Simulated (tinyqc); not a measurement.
Worked calculation: one-electron ion in a basis of Gaussians. One step of it, computed by the program tinyqc.

Question. Matrices over normalised Gaussians. With p = a_i + a_j and I(k) = Gamma((k+1)/2) / (2 p^((k+1)/2)): S = I(2l+2), T = (2l+3) a_i a_j S / p, V = -Z I(2l+1), each divided by sqrt(S_ii S_jj).

exponents of r^l exp(-a r^2) (1/bohr^2): 0.016740  0.045320

Z = 3

l = 2

Give: S; T; V.

Answer.

S:
```
        1       2
1  1.0000  0.6589
2  0.6589  1.0000
```

T (hartree):
```
        1       2
1  0.0586  0.0564
2  0.0564  0.1586
```

V (hartree):
```
         1        2
1  -0.3303  -0.2964
2  -0.2964  -0.5435
```
